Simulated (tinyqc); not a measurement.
Inside a calculation. Method: empirical pseudopotential in a few plane waves. One step of it, computed by the program tinyqc.

Task: Bloch Hamiltonian at G. Basis: the 15 shortest G (labels in 2 pi/a), the same at every k. H(G,G') = c |k + G|^2 delta + VS(|G-G'|^2) cos((G-G').tau) + i VA sin((G-G').tau), tau = a/8 (1,1,1); 1 Ry = 13.605693 eV.

Parameters chosen for this model: fcc lattice, atoms at +/- a/8 (1,1,1); form factors in rydberg at |G|^2 in units of (2 pi/a)^2:
```
parameter                 value      unit
a                      6.050000  angstrom
VS(3)                 -0.191000        Ry
VS(8)                  0.006000        Ry
VS(11)                 0.064000        Ry
VA(3)                  0.074000        Ry
VA(4)                  0.048000        Ry
VA(11)                 0.037000        Ry
hbar^2/2m (2 pi/a)^2   4.109338        eV
```

k point G (2 pi / a): 0  0  0

Give: H(k) at G.

Result:

H(k) at G (eV):
```
               +0+0+0         -1-1-1         -1-1+1         -1+1-1
+0+0+0          0.000   1.838+0.712i  -1.838+0.712i  -1.838+0.712i
-1-1-1   1.838-0.712i         12.328   0.000-0.653i   0.000-0.653i
-1-1+1  -1.838-0.712i   0.000+0.653i         12.328          0.082
-1+1-1  -1.838-0.712i   0.000+0.653i          0.082         12.328
-1+1+1  -1.838+0.712i         -0.082   0.000+0.653i   0.000+0.653i
+1-1-1  -1.838-0.712i   0.000+0.653i          0.082          0.082
+1-1+1  -1.838+0.712i         -0.082   0.000+0.653i          0.000
+1+1-1  -1.838+0.712i         -0.082          0.000   0.000+0.653i
+1+1+1   1.838+0.712i          0.000         -0.082         -0.082
-2+0+0   0.000-0.653i  -1.838+0.712i  -1.838-0.712i  -1.838-0.712i
+0-2+0   0.000-0.653i  -1.838+0.712i  -1.838-0.712i   0.616-0.356i
+0+0-2   0.000-0.653i  -1.838+0.712i   0.616-0.356i  -1.838-0.712i
+0+0+2   0.000+0.653i  -0.616-0.356i   1.838+0.712i  -0.616+0.356i
+0+2+0   0.000+0.653i  -0.616-0.356i  -0.616+0.356i   1.838+0.712i
+2+0+0   0.000+0.653i  -0.616-0.356i  -0.616+0.356i  -0.616+0.356i

               -1+1+1         +1-1-1         +1-1+1         +1+1-1
+0+0+0  -1.838-0.712i  -1.838+0.712i  -1.838-0.712i  -1.838-0.712i
-1-1-1         -0.082   0.000-0.653i         -0.082         -0.082
-1-1+1   0.000-0.653i          0.082   0.000-0.653i          0.000
-1+1-1   0.000-0.653i          0.082          0.000   0.000-0.653i
-1+1+1         12.328          0.000          0.082          0.082
+1-1-1          0.000         12.328   0.000-0.653i   0.000-0.653i
+1-1+1          0.082   0.000+0.653i         12.328          0.082
+1+1-1          0.082   0.000+0.653i          0.082         12.328
+1+1+1   0.000+0.653i         -0.082   0.000+0.653i   0.000+0.653i
-2+0+0   1.838-0.712i   0.616-0.356i  -0.616-0.356i  -0.616-0.356i
+0-2+0  -0.616-0.356i  -1.838-0.712i   1.838-0.712i  -0.616-0.356i
+0+0-2  -0.616-0.356i  -1.838-0.712i  -0.616-0.356i   1.838-0.712i
+0+0+2  -1.838+0.712i  -0.616+0.356i  -1.838+0.712i   0.616+0.356i
+0+2+0  -1.838+0.712i  -0.616+0.356i   0.616+0.356i  -1.838+0.712i
+2+0+0   0.616+0.356i   1.838+0.712i  -1.838+0.712i  -1.838+0.712i

               +1+1+1         -2+0+0         +0-2+0         +0+0-2
+0+0+0   1.838-0.712i   0.000+0.653i   0.000+0.653i   0.000+0.653i
-1-1-1          0.000  -1.838-0.712i  -1.838-0.712i  -1.838-0.712i
-1-1+1         -0.082  -1.838+0.712i  -1.838+0.712i   0.616+0.356i
-1+1-1         -0.082  -1.838+0.712i   0.616+0.356i  -1.838+0.712i
-1+1+1   0.000-0.653i   1.838+0.712i  -0.616+0.356i  -0.616+0.356i
+1-1-1         -0.082   0.616+0.356i  -1.838+0.712i  -1.838+0.712i
+1-1+1   0.000-0.653i  -0.616+0.356i   1.838+0.712i  -0.616+0.356i
+1+1-1   0.000-0.653i  -0.616+0.356i  -0.616+0.356i   1.838+0.712i
+1+1+1         12.328  -0.616-0.356i  -0.616-0.356i  -0.616-0.356i
-2+0+0  -0.616+0.356i         16.437          0.082          0.082
+0-2+0  -0.616+0.356i          0.082         16.437          0.082
+0+0-2  -0.616+0.356i          0.082          0.082         16.437
+0+0+2  -1.838-0.712i         -0.082         -0.082          0.000
+0+2+0  -1.838-0.712i         -0.082          0.000         -0.082
+2+0+0  -1.838-0.712i          0.000         -0.082         -0.082

               +0+0+2         +0+2+0         +2+0+0
+0+0+0   0.000-0.653i   0.000-0.653i   0.000-0.653i
-1-1-1  -0.616+0.356i  -0.616+0.356i  -0.616+0.356i
-1-1+1   1.838-0.712i  -0.616-0.356i  -0.616-0.356i
-1+1-1  -0.616-0.356i   1.838-0.712i  -0.616-0.356i
-1+1+1  -1.838-0.712i  -1.838-0.712i   0.616-0.356i
+1-1-1  -0.616-0.356i  -0.616-0.356i   1.838-0.712i
+1-1+1  -1.838-0.712i   0.616-0.356i  -1.838-0.712i
+1+1-1   0.616-0.356i  -1.838-0.712i  -1.838-0.712i
+1+1+1  -1.838+0.712i  -1.838+0.712i  -1.838+0.712i
-2+0+0         -0.082         -0.082          0.000
+0-2+0         -0.082          0.000         -0.082
+0+0-2          0.000         -0.082         -0.082
+0+0+2         16.437          0.082          0.082
+0+2+0          0.082         16.437          0.082
+2+0+0          0.082          0.082         16.437
```
